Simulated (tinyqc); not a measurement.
Delta-doped layer in the Thomas-Fermi potential, step by step. Values are carried at full precision from step to step, so a last printed digit may differ when a step is redone from the rounded ones.

All donors ionised in the plane z = 0, zero temperature, energies from the Fermi level EF of the Thomas-Fermi model, which lies at the bulk band edge; c = hbar^2/2m0, q = e^2/(4 pi eps0). Layer in a (001) plane: two valleys with m_z = ml, m_d = mt (unprimed) and four with m_z = mt, m_d = sqrt(ml mt) (primed); m3 = (ml mt^2)^(1/3), gv = 6. With n = (gv/3 pi^2)(m3 (-V)/c)^(3/2) and V'' = -(4 pi q/eps) n for z > 0, the solution is V = -b/(|z| + z0)^4 with sqrt(b) = 20/K, K = (4 pi q/eps)(gv/3 pi^2)(m3/c)^(3/2), and z0^5 = 4b/(e F0), e F0 = 2 pi q N/eps; 1e13/cm^2 = 1e-3/angstrom^2. Exchange and correlation are left out.

Constants: hbar^2/2m0 = 3.80998211 eV angstrom^2; e^2/(4 pi eps0) = 14.39964547 eV angstrom.

Values chosen for the exercise (near those of a delta-doped layer in Si; shifted at random, so the results belong to these values and not to a real crystal): ml = 0.912 m0 (longitudinal mass); mt = 0.191 m0 (transverse mass); eps = 11.5 (dielectric constant); N = 13 x 1e13/cm^2 (donor sheet density).

## The Thomas-Fermi well

Give K, b, e F0, z0 and the depth b/z0^4.

K = 0.078206 eV^(-1/2) angstrom^-2
b = 65400 eV angstrom^4
e F0 = 0.10228 eV/angstrom
z0 = 19.12 angstrom
depth = 0.4890 eV

Half of the electrons lie within |z| < (2^(1/5) - 1) z0 = 2.8 angstrom. The mean donor spacing in the plane is 8.8 angstrom, against a Bohr radius 0.529177 eps/m3 = 18.9 angstrom: the orbits overlap many donors, so a smeared sheet is a fair model in the plane. Across the plane the Thomas-Fermi density is more peaked than that of the quantised subbands, the more so the fewer are filled.

## Profile

V = -b/(|z| + z0)^4, n and the share of electrons beyond |z|, (z0/(|z| + z0))^5, at z = 0, 0.1, 0.25, 0.5, 1 and 2 times z0; n = (eps/(4 pi q)) 20 b/(|z| + z0)^6, q = e^2/(4 pi eps0), 1/angstrom^3 = 1e24/cm^3.

Profile:
```
z (angstrom)   V (eV)  n (1e19/cm^3)  share beyond
0.0           -0.4890            170         1.000
1.9           -0.3340           95.9         0.621
4.8           -0.2003           44.6         0.328
9.6           -0.0966           14.9         0.132
19.1          -0.0306           2.66         0.031
38.2          -0.0060          0.233         0.004
```

## Subbands

Subbands solve -(c/m_z) psi'' + V psi = E psi on 1280 points of spacing z0/80; up to ten levels for each group, kept if bound with an rms width below 2.5 z0.

List the bound levels with their rms width.

Subbands:
```
label  valleys g  m_d (m0)   E (eV)  rms z (angstrom)
0              2    0.1910  -0.2303               4.4
0'             4    0.4174  -0.1369              10.2
1              2    0.1910  -0.0400              14.6
2              2    0.1910  -0.0065              34.7
```

The lowest level lies 53 % of the way up the well, and 0' follows 93 meV higher.

## Filling the subbands

At zero temperature n_i = g m_d (mu - E_i)/(2 pi c) for E_i < mu, c = hbar^2/2m0; find mu from sum n_i = N (1e13/cm^2 = 1e-3/angstrom^2).

mu = -0.0085 eV

n_i in the order of the list (1e13/cm^2): [3.540, 8.956, 0.504, 0.000]

3 subbands filled in part, the lowest with 27 % of the electrons. The potential was built for a Fermi level at 0; filling its quantised levels puts mu 1.7 % of the depth below that, which shows how nearly the two pictures agree. The fullest is 0', with 69 %.

## Estimate from a V-shaped well

Near z = 0 the well is -depth + e F0 |z|, whose levels are a (c (e F0)^2/m_z)^(1/3) with a = 1.018793 (even) and 2.338107 (odd); c = hbar^2/2m0, m_z = ml, for the unprimed levels.

levels 0 and 1 (eV): [-0.1301, 0.3346]

Level 0 comes out 100 meV too high, since screening flattens the true well away from the plane, and level 1 lands above the rim at 0.

## Checks

- Integral of the Thomas-Fermi density against N, 1e13/cm^2: both 13.00.
- Lowest level on a finer grid (z0/200), eV: both -0.230.

(tinyqc, `OMP_NUM_THREADS=1 python tinyqc.py 1280693 1280694 out.jsonl`, Intel(R) Xeon(R) Processor @ 2.30GHz, 1 thread, shared host, about 0.2 s.)
